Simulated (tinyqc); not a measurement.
Worked calculation: Pariser-Parr-Pople SCF with singles CI, for the molecule [CH2+]c1ccccc1F (SMILES; centres numbered as the heavy atoms are written). One step of it, computed by the program tinyqc.

Problem. Iteration 3: Fock matrix. F_rr = H_rr + P_rr gamma_rr / 2 + sum_(s != r) P_ss gamma_rs; F_rs = H_rs - P_rs gamma_rs / 2; E = tr P (H + F) / 2 + core repulsion sum_(r<s) z_r z_s gamma_rs.

P after iteration 2, lower triangle:
```
           1C         2C         3C         4C         5C         6C        7C        8F
1C   0.553236
2C   0.726370   1.015448
3C   0.237529   0.468424   0.876375
4C  -0.152429   0.007795   0.740931   0.956310
5C  -0.283058  -0.187548   0.181944   0.595045   0.806376
6C  -0.097861  -0.018820  -0.285503   0.029261   0.646715   0.978885
7C   0.311954   0.463624  -0.209558  -0.263747   0.199161   0.693998  0.837121
8F  -0.078228  -0.046808   0.036971   0.036326  -0.046105  -0.085913  0.162582  1.976250
```

core matrix H (eV), lower triangle:
```
            1C          2C          3C          4C          5C          6C          7C          8F
1C  -38.570803
2C   -2.210000  -44.981385
3C    0.000000   -2.210000  -41.219395
4C    0.000000    0.000000   -2.210000  -39.666121
5C    0.000000    0.000000    0.000000   -2.210000  -40.015796
6C    0.000000    0.000000    0.000000    0.000000   -2.210000  -42.640231
7C    0.000000   -2.210000    0.000000    0.000000    0.000000   -2.210000  -47.368346
8F    0.000000    0.000000    0.000000    0.000000    0.000000    0.000000   -1.840000  -68.804413
```

repulsion gamma_rs (eV), lower triangle:
```
           1C         2C         3C         4C         5C         6C         7C         8F
1C  10.400000
2C   5.170299  10.400000
3C   3.779850   5.171907  10.400000
4C   2.829388   3.779850   5.170299  10.400000
5C   2.578187   3.441028   3.779698   5.171207  10.400000
6C   2.829720   3.780194   3.441120   3.779698   5.170299  10.400000
7C   3.779698   5.171207   3.780194   3.441028   3.779850   5.171907  10.400000
8F   3.861830   4.293450   3.108164   2.807326   3.107764   4.293647   6.182231  20.610000
```

Centres (angstrom, eV; a flat drawing with bonds scaled to 1.40 angstrom):
```
centre          x          y  core charge z          W   gamma_rr
1C      -1.819000  -1.400000              1   9.880000  10.400000
2C      -0.606000  -0.700000              1   9.880000  10.400000
3C       0.606000  -1.400000              1   9.880000  10.400000
4C       1.819000  -0.700000              1   9.880000  10.400000
5C       1.819000   0.700000              1   9.880000  10.400000
6C       0.606000   1.400000              1   9.880000  10.400000
7C      -0.606000   0.700000              1   9.880000  10.400000
8F      -1.819000   1.400000              2  41.150000  20.610000
```

Give: F; pi energy.

Solution.

F (eV), lower triangle:
```
         1C       2C       3C       4C       5C       6C       7C        8F
1C  -8.7805
2C  -4.0878  -9.4044
3C  -0.4489  -3.4213  -8.6516
4C   0.2156  -0.0147  -4.1254  -8.4603
5C   0.3649   0.3227  -0.3438  -3.7485  -8.2774
6C   0.1385   0.0356   0.4912  -0.0553  -3.8819  -8.5316
7C  -0.5895  -3.4087   0.3961   0.4538  -0.3764  -4.0046  -8.7413
8F   0.1511   0.1005  -0.0575  -0.0510   0.0716   0.1844  -2.3426  -24.6500
```

pi energy = -133.6303 eV
